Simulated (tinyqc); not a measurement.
From results back to parameters: carbon nanotube by zone folding. Four cases, with inputs chosen for the exercise.

Problem. d = sqrt3 acc sqrt(n^2 + nm + m^2)/pi and tan(theta) = sqrt3 m/(2n + m). Diameter and chiral angle below belong to a hidden tube.

Find: n, m; type in zone folding.

Method. With L = pi d/a, a = sqrt3 acc, the components of C are n + m/2 = L cos(theta) and sqrt3 m/2 = L sin(theta). The tube is metallic where n - m is a multiple of three.

Case 1.

Values chosen (out of a larger set: near those used for carbon; not measured data): acc = 1.44 angstrom (bond length).

d = 11.695 angstrom
theta = 28.05 degrees

Solution.

n, m: 9  8

type in zone folding: semiconducting

Case 2.

Values chosen (out of a larger set: near those used for carbon; not measured data): acc = 1.44 angstrom (bond length).

d = 13.774 angstrom
theta = 26.70 degrees

Solution.

n, m: 11  9

type in zone folding: semiconducting

Case 3.

Values chosen (out of a larger set: near those used for carbon; not measured data): acc = 1.42 angstrom (bond length).

d = 8.136 angstrom
theta = 30.00 degrees

Solution.

n, m: 6  6

type in zone folding: metallic

Case 4.

Values chosen (out of a larger set: near those used for carbon; not measured data): acc = 1.42 angstrom (bond length).

d = 11.291 angstrom
theta = 13.90 degrees

Solution.

n, m: 12  4

type in zone folding: semiconducting

Computed by tinyqc, one run a case: `OMP_NUM_THREADS=1 python tinyqc.py N N+1 out.jsonl` with N = 1481374, 1481381, 1481440, 1481583; one thread of a shared Intel(R) Xeon(R) Processor @ 2.30GHz, about 0.04 s a run at most.
